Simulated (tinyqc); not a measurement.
Worked calculation: power iteration on a symmetric matrix. Computed by tinyqc, a small Python program that keeps every step. Settings: method = power, shift = 1.86. Command: `OMP_NUM_THREADS=1 python tinyqc.py 27213 27214 out.jsonl` (the two numbers bound the seeds that draw the settings). One thread of a shared host (Intel(R) Xeon(R) Processor @ 2.60GHz), about 0.01 s of CPU time with the checks.

A:
```
,1,2,3,4,5,6
1,0.27600,0.60200,0.84000,0.48900,0.02000,-1.17600
2,0.60200,0.50900,0.76800,0.01000,1.06400,-0.36800
3,0.84000,0.76800,0.76000,0.29600,0.39000,-1.24700
4,0.48900,0.01000,0.29600,2.41200,-1.01100,0.84700
5,0.02000,1.06400,0.39000,-1.01100,3.51100,0.79900
6,-1.17600,-0.36800,-1.24700,0.84700,0.79900,4.09400
```

Stop when the residual |A v - lambda v| is below 1e-9.

Steps:
```
step,lambda,residual
1,3.5109547,1.85e+00
2,4.2815375,1.63e+00
3,4.6795483,1.25e+00
4,4.9044157,9.26e-01
5,5.0334494,6.75e-01
6,5.1061453,4.86e-01
7,5.1464435,3.49e-01
8,5.1685643,2.50e-01
9,5.1806513,1.79e-01
10,5.1872486,1.28e-01
11,5.1908536,9.16e-02
12,5.1928282,6.58e-02
13,5.1939131,4.74e-02
14,5.1945110,3.42e-02
15,5.1948417,2.47e-02
16,5.1950251,1.80e-02
17,5.1951272,1.31e-02
18,5.1951841,9.55e-03
19,5.1952160,6.99e-03
20,5.1952338,5.13e-03
21,5.1952438,3.78e-03
22,5.1952495,2.79e-03
23,5.1952527,2.06e-03
24,5.1952545,1.53e-03
25,5.1952555,1.14e-03
26,5.1952560,8.45e-04
27,5.1952564,6.30e-04
28,5.1952565,4.70e-04
29,5.1952566,3.51e-04
30,5.1952567,2.63e-04
```

Can the last value be used, and what does the course show?

Not by the stop rule, although the second column moves by less than 1e-06 over the last three steps. Not converged in 30 steps: the residual falls only by the ratio of the two largest distances of eigenvalues from the shift, 0.75 a step. all eigenvalues, for comparison: -0.47013  -0.26612  0.11633  2.61103  4.37564  5.19526.
